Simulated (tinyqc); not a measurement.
MOS capacitor with interface traps: C-V stretch-out, conductance peak and subthreshold swing: one step, computed by the program tinyqc.

Energies at the interface are counted from the valence band. psi > 0 means bending towards depletion, so the surface potential is -psi. Boltzmann statistics, full ionisation, no quantum confinement. Traps are neutral when filled up to E_n, with a sharp (zero-temperature) occupation.

Problem. Charges at the given band bending. With u = psi/k_B T and r = (n_i/N)^2: F = sqrt(exp(-u) + u - 1 + r (exp(u) - u - 1)); Q_s = +sign(u) sqrt(2) eps_s eps_0 (k_B T/e) F/L_D; C_s = (eps_s eps_0/(sqrt(2) L_D)) |1 - exp(-u) + r (exp(u) - 1)|/F; at high frequency, below strong inversion, the terms in r are dropped. D(E) = D_0 + D_1 [exp(-E/w) + exp(-(E_g - E)/w)]. E_F at the interface is E_s = E_F - psi; Q_it = -e int from E_n to E_s of D(E) dE; C_it = e D(E_s) (per volt); V_G = phi_ms - psi - (Q_s + Q_it + e N_f)/C_ox.

Inputs (values chosen for the exercise, modelled on 4H-SiC, with an insulator like SiO2):
```
quantity                              value         unit
gap E_g                                3.25           eV
dielectric constant eps_s              9.73            -
doping N                            1.9e+16        cm^-3
work-function difference phi_ms       -0.59            V
fixed charge N_f                      6e+10        cm^-2
trap density D_0                    6.3e+10  cm^-2 eV^-1
neutrality level E_n                   1.83           eV
band bending towards depletion psi     0.28            V
temperature T                           200            K
edge density D_1                    1.2e+12  cm^-2 eV^-1
tail width w                          0.065           eV
```

Substrate: n-type. Trap spectrum: U-shaped.

k_B T = 0.01723467 eV

n_i = 2.237906e-22 cm^-3

Debye length L_D = 22.08514 nm

bulk E_F = 3.141388 eV

C_ox = 0.6519902 microF/cm^2

Constants: eps_0 = 8.8541878128e-12 F/m; e = 1.602176634e-19 C.

Give: E_s; Q_s; C_s; C_s at high frequency; D(E_s); Q_it; C_it; gate voltage V_G.

Solution.

E_s = 2.861 eV

Q_s = 0.03712 microC/cm^2

C_s = 0.07064 microF/cm^2

C_s at high frequency = 0.07064 microF/cm^2

D(E_s) = 6.604e+10 cm^-2 eV^-1

Q_it = -0.01044 microC/cm^2

C_it = 0.01058 microF/cm^2

gate voltage V_G = -0.9257 V

The traps hold negative charge because E_s lies above E_n. Caution: traps deeper than about 24 k_B T and minority carriers reach equilibrium slowly or not at all, so the charges here are limits for very slow sweeps.
